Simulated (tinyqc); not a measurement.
# Read current of a NAND string, cells in series solved by shooting: effects of single changes

Cells in series, numbered from 0 at the source line (0 V) to the bit line, each followed by a gap resistance Rg. A cell with gate Vg, threshold VT, source Vs and drain Vd passes I = 2 nf K Vt^2 [F(Vs) - F(Vd)]/(1 + th max(Vg - VT, 0)), F(V) = ln^2(1 + exp((Vg - VT - nf V)/(2 nf Vt))). The selected cell has Vg = Vr, the others Vg = Vp.

Parameters, values chosen for the exercise; values of the order met in vertical NAND strings:

| symbol | value | unit | meaning |
|---|---|---|---|
| T | 300 | K | temperature |
| K | 6.3 | uA/V^2 | gain factor of a cell |
| nf | 1.9 |  | slope factor |
| th | 0.16 | 1/V | mobility reduction factor |
| Rg | 22 | kohm | resistance of the gap between cells |
| Vbl | 0.5 | V | bit-line voltage |
| Vp | 5.8 | V | pass voltage |
| Ve | -1.6 | V | threshold of an erased cell |
| Vh | 3 | V | threshold of the highest state |
| Vx | 2.4 | V | threshold of the selected cell |
| Is | 20 | nA | sensing current |
| Vr | 3.94 | V | read voltage on the selected word line |

Constants: q = 1.602176634e-19 C, kB = 1.380649e-23 J/K, Vt = kB T/q. Results are converted to the units shown.

Each table varies one quantity; the others keep the values above.

## Read current against the number of cells

For a trial current I start at 0 V and, cell by cell, solve for the drain: sqrt(F(Vd)) = sqrt(F(Vs) - I/k), k = 2 nf K Vt^2/(1 + th max(Vg - VT, 0)), Vd = [Vg - VT - 2 nf Vt ln(exp(sqrt F) - 1)]/nf, then add I Rg. The string current is the I for which the last node reaches Vbl. The apparent threshold is the Vr at which I = Is. Background: all other cells erased (VT = Ve) or all in the highest state (VT = Vh); ratio and shift are high over erased and high minus erased. The selected cell is in the middle, cell n/2.

Read current against the number of cells:

| n | I, others erased (uA) | I, others high (uA) | ratio | apparent VT, erased (V) | apparent VT, high (V) | background shift (mV) |
|---|---|---|---|---|---|---|
| 8 | 0.6993 | 0.4749 | 0.6791 | 2.482 | 2.488 | 5.456 |
| 16 | 0.3878 | 0.2476 | 0.6384 | 2.493 | 2.504 | 10.97 |
| 32 | 0.2048 | 0.1264 | 0.6171 | 2.514 | 2.537 | 22.20 |
| 64 | 0.1053 | 0.06385 | 0.6062 | 2.557 | 2.602 | 45.45 |
| 96 | 0.07089 | 0.04271 | 0.6025 | 2.600 | 2.670 | 69.84 |
| 128 | 0.05342 | 0.03209 | 0.6007 | 2.643 | 2.738 | 95.62 |
| 192 | 0.03578 | 0.02143 | 0.5989 | 2.729 | 2.935 | 206.0 |

With erased neighbours the current falls from 0.699 to 0.0358 uA, as n^(-0.85) between the first two rows and n^(-0.99) between the last two (-1 once the series resistance rules). The ratio falls from 0.679 to 0.599 and the background shift rises from 5.46 to 206 mV.

## Effect of the bit-line voltage

Same model as above.

The string has 32 cells and the selected one is cell 16.

Effect of the bit-line voltage:

| Vbl (V) | I, others erased (uA) | I, others high (uA) | ratio | apparent VT, erased (V) | apparent VT, high (V) | background shift (mV) |
|---|---|---|---|---|---|---|
| 0.1 | 0.04325 | 0.02878 | 0.6654 | 2.538 | 2.598 | 60.18 |
| 0.2 | 0.08543 | 0.05586 | 0.6539 | 2.515 | 2.538 | 23.14 |
| 0.3 | 0.1265 | 0.08120 | 0.6420 | 2.514 | 2.537 | 22.23 |
| 0.4 | 0.1663 | 0.1047 | 0.6297 | 2.514 | 2.537 | 22.20 |
| 0.5 | 0.2048 | 0.1264 | 0.6171 | 2.514 | 2.537 | 22.20 |
| 0.6 | 0.2419 | 0.1461 | 0.6041 | 2.514 | 2.537 | 22.20 |
| 0.7 | 0.2774 | 0.1639 | 0.5909 | 2.514 | 2.537 | 22.20 |
| 0.8 | 0.3110 | 0.1796 | 0.5776 | 2.514 | 2.537 | 22.20 |

As Vbl goes from 0.1 to 0.8 V, the current with erased neighbours rises from 0.0433 to 0.311 uA, that with high neighbours rises from 0.0288 to 0.180 uA and the ratio falls from 0.665 to 0.578. The background shift falls from 60.2 to 22.2 mV.

Computed by the program tinyqc: `OMP_NUM_THREADS=1 python tinyqc.py 2142178 2142179 out.jsonl`, one thread of a shared Intel Xeon 2.30GHz, about 0.4 s for the whole run.
